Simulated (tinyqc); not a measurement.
# Sheet resistance and Hall data of a diffused or implanted layer, step by step

A worked calculation. Computed by tinyqc, a small Python program that keeps every step. Command: `OMP_NUM_THREADS=1 python tinyqc.py 3026111 3026112 out.jsonl layer walk`. One thread of a shared host (Intel(R) Xeon(R) Processor @ 2.30GHz), about 0.01 s of CPU time with the checks. Intermediate numbers are printed to about 6 digits and carried at full precision; extremes and crossings named in words are read from the listed rows.

Carriers are taken equal to the net active doping down to the junction (full ionisation, which deep dopants in wide-gap hosts do not reach; no spill-over, no depletion), and the Hall factor is 1.

Inputs (values chosen for the exercise, modelled on nitrogen in 4H-SiC):
```
quantity                                 value        unit
mu_min                                    41.5  cm^2/(V s)
mu_max                                     927  cm^2/(V s)
N_ref                                  1.9e+17      1/cm^3
exponent alpha                            0.62           -
peak concentration N_0                   1e+18      1/cm^3
length scale l                             160          nm
background doping N_B (opposite type)    7e+15      1/cm^3
probe current I                              1          mA
magnetic field B                           0.5           T
```

Profile: complementary error function. Activation: complete.

Constants: e = 1.602176634e-19 C.

## Dose and junction depth

N(x) = N_0 erfc(x/l), dose N_0 l/sqrt(pi), junction x_j = l erfc^-1(N_B/N_0).

dose = 9.02703e+12 1/cm^2

junction depth x_j = 305.113 nm

## Profile

Mobility mu = mu_min + (mu_max - mu_min)/(1 + (N_t/N_ref)^alpha), N_t = active doping + N_B; carriers n = active doping - N_B, all dopants active. sigma = e n mu.

Depth, doping, carriers, mobility and conductivity at 2, 10, 20, 35, 50, 65, 80, 90 and 98 % of the layer:
```
x (nm)    N (1/cm^3)   n (1/cm^3)  mu (cm^2/(V s))  sigma (S/cm)
6.102    9.56985e+17  9.49985e+17          278.446       42.3807
30.511   7.87403e+17  7.80403e+17          299.835       37.4897
61.023   5.89632e+17  5.82632e+17          333.467       31.1285
106.790  3.45223e+17  3.38223e+17          400.551       21.7056
152.557  1.77523e+17  1.70523e+17          488.265       13.3398
198.324  7.96108e+16  7.26108e+16          589.993        6.8637
244.090  3.09686e+16  2.39686e+16          688.567        2.6442
274.602  1.52175e+16  8.21755e+15          741.878        0.9768
299.011  8.21975e+15  1.21975e+15          773.889        0.1512
```

The mobility varies by a factor 2.8 across these points and the conductivity by 280.

## Sheet values

Integrals from x_0 (0 unless stated) to x_j by the midpoint rule on 400 even intervals: 1/R_s = e int n mu dx; sheet density n_s = int n dx; Hall sheet density (int n mu dx)^2/int n mu^2 dx; Hall mobility int n mu^2 dx/int n mu dx. Mean conductivity 1/(R_s x_j); mean mobility 1/(e n_s R_s).

sheet resistance R_s = 1993.06 ohm

sheet density n_s = 8.78920e+12 1/cm^2

mean mobility = 356.303 cm^2/(V s)

Hall sheet density = 8.29347e+12 1/cm^2

Hall mobility = 377.601 cm^2/(V s)

mean conductivity 1/(R_s x_j) = 16.4444 S/cm

Carriers amount to 97.4 % of the dose. A Hall measurement weights the mobile tail and reports 94.4 % of n_s.

## What the probes read

Collinear four-point probe on a large thin layer: V = I R_s ln(2)/pi. Van der Pauw on a symmetric sample: R = R_s ln(2)/pi as well. Hall voltage V_H = I B/(e x Hall sheet density); tangent of the Hall angle V_H/(I R_s).

four-point voltage = 439.740 mV

Hall voltage = 37.6291 mV

tangent of the Hall angle = 0.0188800

## Shortcuts against the integral

Shortcuts: R_s = 1/(e Q mu) with the dose Q and the mobility at the (active) peak concentration; 1/(e n_s mu) with mu at N_t = n_s/x_j + N_B; 1/(e Q mu_max).

Sheet resistances:
```
method                                   R_s (ohm)  deviation (%)
integral                                   1993.06         0.0000
dose, mobility at the peak                 2525.49        26.7139
n_s, mobility at the mean concentration    1674.02       -16.0075
dose, mu_max                                745.87       -62.5765
```

The closest shortcut is «n_s, mobility at the mean concentration» (-16.0 %). The peak mobility is the lowest in the layer, so with full activation it overestimates R_s.

## Stripping the layer step by step

After removing a depth d the integrals start at d. Differences between neighbouring rows give the local conductivity -d(1/R_s)/dx at the middle of the slice (the last slice uses one more step, not listed).

Differential sheet resistance:
```
removed d (nm)  R_s (ohm)  slice conductivity (S/cm)  sigma at mid-slice (S/cm)
0                  1993.1                    40.5106                    40.5294
31                 2658.5                    34.1681                    34.1741
62                 3700.5                    27.6854                    27.6776
93                 5422.6                    21.3890                    21.3678
124                8467.0                    15.5966                    15.5638
155               14335.6                    10.5831                    10.5420
186               27064.3                     6.5417                     6.4975
217               59988.4                     3.5447                     3.5035
```

R_s doubles after removing between 62.0 and 93.0 nm of a layer 305 nm deep, so half the current flows above that depth. Where sigma exceeds a tenth of its largest listed value, the slice values agree with it within 1 %.

Checks made by the program: conductance integral against adaptive quadrature (relative difference 8e-07).
